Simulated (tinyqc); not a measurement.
When U turns negative: defect-molecule model of a vacancy with Jahn-Teller distortion.

Four dangling hybrids a, b, c, d point into the vacancy: H_ii = E0, and -gm between any two. A tetragonal distortion Q pairs a with b and c with d: those two couplings become -gm - I Q and the other four -gm + I Q/2, at an elastic cost k Q^2/2. The a1 level holds two electrons; charge states 2+, + and 0 put n = 0, 1, 2 more into the lowest level of t2 origin. Energy from the 2+ state at Q = 0, with the Fermi level mu counted from Ev: W_n(Q) = n (et - 2 I Q) + k Q^2/2 + Uc n (n - 1)/2 - n mu. et = E0 + gm is the undistorted t2 level.

Values chosen for the exercise (of the size used for the vacancy in silicon; shifted at random, so the results belong to these values and not to a real crystal):
```
symbol  value  unit         meaning
E0      -0.02  eV           level of a dangling hybrid, from Ev
gm      0.36   eV           coupling between two dangling hybrids
I       1.12   eV/angstrom  Jahn-Teller coupling
Uc      0.3    eV           repulsion of two electrons in one orbital
```

The force constant is varied. E_JT = 2 I^2/k, E(2+/+) = et - E_JT, E(+/0) = et - 3 E_JT + Uc, U_eff = Uc - 2 E_JT.

Against k:
```
k (eV/angstrom^2)  E_JT (eV)  (2+/+) (eV)  (+/0) (eV)  U_eff (eV)  Q of the neutral state (angstrom)
8                     0.3136       0.0264     -0.3008     -0.3272                             0.5600
12                    0.2091       0.1309      0.0128     -0.1181                             0.3733
16                    0.1568       0.1832      0.1696     -0.0136                             0.2800
24                    0.1045       0.2355      0.3264      0.0909                             0.1867
32                    0.0784       0.2616      0.4048      0.1432                             0.1400
48                    0.0523       0.2877      0.4832      0.1955                             0.0933
64                    0.0392       0.3008      0.5224      0.2216                             0.0700
96                    0.0261       0.3139      0.5616      0.2477                             0.0467
```

k at which U_eff = 0 = 16.73 eV/angstrom^2

What can be read from this table?

Levels below 0 lie in the valence band. U_eff is negative for k below 4 I^2/Uc = 16.7: 3 of the 8 rows. The gain grows as n^2, so the second electron wins 3 E_JT where the first wins E_JT. For a stiff lattice the levels tend to et = 0.340 and et + Uc = 0.640 eV. Distortions above about 0.5 angstrom (1 of the rows) are beyond a linear coupling.

Program tinyqc; command `OMP_NUM_THREADS=1 python tinyqc.py 1452013 1452014 out.jsonl`; about 0.01 s on one thread of a shared Intel(R) Xeon(R) Processor @ 2.30GHz.
